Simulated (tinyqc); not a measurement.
Chemical vapour deposition: Grove model, boundary layer, depletion and step coverage. Changing the gas velocity U. Computed by tinyqc, a small Python program. Command: `OMP_NUM_THREADS=1 python tinyqc.py 3016507 3016508 out.jsonl cvd sweep`. One thread of a shared host (Intel(R) Xeon(R) Processor @ 2.30GHz), about 0.01 s of CPU time with the checks.

A precursor diffuses to the surface and reacts there at first order; each molecule that reacts adds one formula unit of film.

Inputs (values chosen for the exercise, close to those used for polysilicon from silane): prefactor k0 of k_s = 1.6e+08 cm/s; activation energy E = 1.64 eV; temperature T = 670 C; total pressure p = 760 torr; mole fraction of the precursor Y = 0.0039; gas diffusivity D0 at 273.15 K and 760 torr = 0.38 cm^2/s; film density N = 5e+22 formula units/cm^3; precursor mass M = 32 u; kinematic viscosity nu0 at 273.15 K and 760 torr = 0.89 cm^2/s; susceptor length L = 40 cm; channel height b = 4.4 cm.

Reactor: horizontal, atmospheric.

Constants: k_B = 1.380649e-23 J/K; u = 1.6605390666e-27 kg; k_B = 8.617333262e-05 eV/K.

Method:
- k_s = k0 exp(-E/(k_B T)); C_g = Y p/(k_B T), 1 torr = 133.322 Pa; D = D0 (T/273.15)^1.75 (760/p).
- Temperatures in kelvin are T(C) + 273.15.
- Mean speed c = sqrt(8 k_B T/(pi M)); reactive sticking probability beta = 4 k_s/c.
- nu = nu0 (T/273.15)^1.75 (760/p); Re = U L/nu; mean boundary layer delta = (2/3) L/sqrt(Re), at most b/2; h_g = D/delta.
- Fluxes in series: C_s = C_g/(1 + k_s/h_g); growth rate G = k_s h_g/(k_s + h_g) C_g/N; 1 cm/s = 6e8 nm/min.
- Plug flow: U b dC/dx = -k_eff C with k_eff = k_s h_g/(k_s + h_g), so C falls as exp(-k_eff x/(U b)); the used share of the precursor is 1 - C(L)/C(0).

One run for each value; columns: (1) gas velocity U (cm/s); (2) growth rate G at the inlet (nm/min); (3) rate at the outlet over rate at the inlet; (4) boundary layer delta (cm); (5) Reynolds number Re:
```
(1)      (2)     (3)    (4)   (5)
3.0    84.95  0.4932  2.200    15
5.5    84.95  0.6801  2.200    28
18.0   84.95  0.8889  2.200    92
33.0   85.86  0.9371  2.048   170
60.0   89.21  0.9636  1.519   308
110.0  91.90  0.9794  1.122   565
200.0  93.97  0.9883  0.832  1028
```

Give the missing row, gas velocity U (cm/s) = 10.0.

Computed row; columns: (1) gas velocity U (cm/s); (2) growth rate G at the inlet (nm/min); (3) rate at the outlet over rate at the inlet; (4) boundary layer delta (cm); (5) Reynolds number Re:
```
(1)     (2)     (3)    (4)  (5)
10.0  84.95  0.8089  2.200   51
```

Interpolating between the two neighbouring rows (the first column on a logarithmic scale, the others too where they are positive) misses most in rate at the outlet over rate at the inlet, by 3.8 %. Over the rows, growth rate G at the inlet (nm/min) rises from 84.9 to 94.0, flat over part of the range; rate at the outlet over rate at the inlet rises from 0.493 to 0.988 (exponent d ln y / d ln x 0.53 between the first rows and 0.015 between the last); boundary layer delta (cm) falls from 2.20 to 0.832, flat over part of the range. At the low end the exponent of growth rate G at the inlet is 0.00, close to 0: the rate does not feel the flow. Faster flow thins the boundary layer once it is below the cap and carries the gas past before it is depleted.

Caution (rows 3.00, 5.50, 10.0, 18.0): the boundary layer is capped at b/2, so U, L and nu no longer affect h_g.
